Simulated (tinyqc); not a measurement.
Landau-Devonshire theory of a uniaxial ferroelectric: one step, computed by the program tinyqc.

G(P) = (alpha/2) P^2 + (beta*/4) P^4 + (gamma/6) P^6 - E P per volume, SI units, one domain, P along the polar axis, which is normal to the film.

Task: The 180-degree wall. With the term (g/2) (dP/dx)^2, (g/2) P'^2 = G(P) - G(Ps) across the wall: energy = int_(-Ps)^(Ps) sqrt(2 g [G(P) - G(Ps)]) dP (40 Gauss-Legendre points); width = 2 Ps over the slope at P = 0, sqrt(2 |G(Ps)|/g). Elastic coupling inside the wall is left out.

Inputs (values chosen for the exercise, for a model ferroelectric):
```
quantity                       value       unit
Curie-Weiss temperature T0       800          K
gamma                       1.17e+09  J m^9/C^6
temperature T                    493          K
gradient coefficient g       1.2e-10  J m^3/C^2
```

Sample: epitaxial film.

spontaneous polarisation Ps = 54.63662 microcoulomb/cm^2

alpha = -5.290890e+08 J m/C^2

beta* = 1.423133e+09 J m^5/C^4

well depth G(Ps) = -42.07902 MJ/m^3

Give: wall energy; wall width.

Result:

wall energy = 74.10 mJ/m^2

wall width = 1.305 nm

Caution: far below T0* the expansion with linear alpha(T) is only a fit.
